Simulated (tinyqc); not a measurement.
All-pass ring resonator: effect of the propagation loss.

A ring of length L = 2 pi Rr coupled to one bus waveguide: round-trip amplitude a = 10^(-al L/20), self-coupling t = sqrt(1 - k2). At detuning d from the resonance the round-trip phase is p = 2 pi d/FSR and the transmission T = (a^2 - 2 a t cos p + t^2)/(1 - 2 a t cos p + a^2 t^2). Lossless coupler, linear absorption only.

FSR = lam^2/(ng L), finesse F = pi sqrt(a t)/(1 - a t), FWHM = FSR/F, Q = lam/FWHM, Tmin = (a - t)^2/(1 - a t)^2, power build-up k2 a^2/(1 - a t)^2, optical bandwidth c/(lam Q).

Inputs (values chosen for the exercise); values close to those of silicon waveguides:
- lam = 1550 nm (cold resonance wavelength)
- Rr = 20 um (ring radius)
- ng = 4.03 (group index)
- k2 = 0.069 (power coupling)

Constants: c = 299792458 m/s. Results are converted to the units shown.

The same in every row: t = 0.9649.

Effect of the propagation loss:

| al (dB/cm) | a | Q | Tmin | build-up | bandwidth (GHz) |
|---|---|---|---|---|---|
| 0.97 | 0.9986 | 2.763e4 | 0.8546 | 51.73 | 7.001 |
| 1.8 | 0.9974 | 2.676e4 | 0.7468 | 48.49 | 7.227 |
| 3.2 | 0.9954 | 2.542e4 | 0.5939 | 43.65 | 7.609 |
| 5.8 | 0.9916 | 2.325e4 | 0.3841 | 36.39 | 8.318 |
| 10 | 0.9856 | 2.044e4 | 0.1796 | 27.95 | 9.463 |
| 19 | 0.9729 | 1.623e4 | 0.01705 | 17.39 | 11.92 |
| 34 | 0.9520 | 1.208e4 | 0.02503 | 9.431 | 16.01 |
| 62 | 0.9142 | 8177 | 0.1848 | 4.149 | 23.65 |

What does the comparison show?

As al goes from 0.97 to 62 dB/cm, Q falls from 27600 to 8180, Tmin goes from 0.855 through a minimum of 0.0171 (at al = 19 dB/cm among the rows listed) to 0.185 and the build-up falls from 51.7 to 4.15. The ring is overcoupled (t < a) in 6 of the 8 rows; the dip is deepest where t and a cross.

tinyqc, about 0.01 s, one thread, Intel Xeon 2.30GHz (shared host): `OMP_NUM_THREADS=1 python tinyqc.py 2650002 2650003 out.jsonl`
